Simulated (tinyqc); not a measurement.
# Length offset and series resistance from crossing lines

Inverse problem. R_total = Rs + k (L - dL)/Vo with constant Rs, dL and k. Find k, dL and Rs.

R_total at (L, Vo) = (60, 0.44), (180, 0.44), (60, 0.78) and (180, 0.78), L in nm and Vo in V (ohm um): [528.77273, 1592.4091, 341, 941]

Answer. At each overdrive R is a straight line in L with slope k/Vo; the two lines cross at L = dL, R = Rs.

k = 3.90 ohm um V/nm
dL = 11.4 nm
Rs = 98.0 ohm um

tinyqc, about 0.03 s, one thread, Intel Xeon 2.30GHz (shared host): `OMP_NUM_THREADS=1 python tinyqc.py 2282273 2282274 out.jsonl`
